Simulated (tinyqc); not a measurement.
Mobility and doping from two currents.

Problem. A trap-free film with injecting contacts is fitted, with diffusion neglected, by J = q mu N V/Lf + (9/8) eps0 eps_r mu V^2/Lf^3. Find mu, N and the voltage at which both terms are equal.

Inputs (values chosen for the exercise):
- eps_r = 11.7 (relative permittivity)
- Lf = 1200 nm (film thickness)

Constants: q = 1.602176634e-19 C, eps0 = 8.8541878128e-14 F/cm where lengths are in cm. Results are converted to the units shown.

J at 2.5 and 20 V (A/cm^2): [3.6672679, 69.467328]

Solution. J/V is a straight line in V: the slope gives mu and the intercept mu N.

mu = 0.170 cm^2/(V s)
N = 5.20e15 cm^-3
crossover voltage = 10.3 V

Computed by the program tinyqc: `OMP_NUM_THREADS=1 python tinyqc.py 2730021 2730022 out.jsonl`, one thread of a shared Intel Xeon 2.30GHz, about 0.06 s for the whole run.
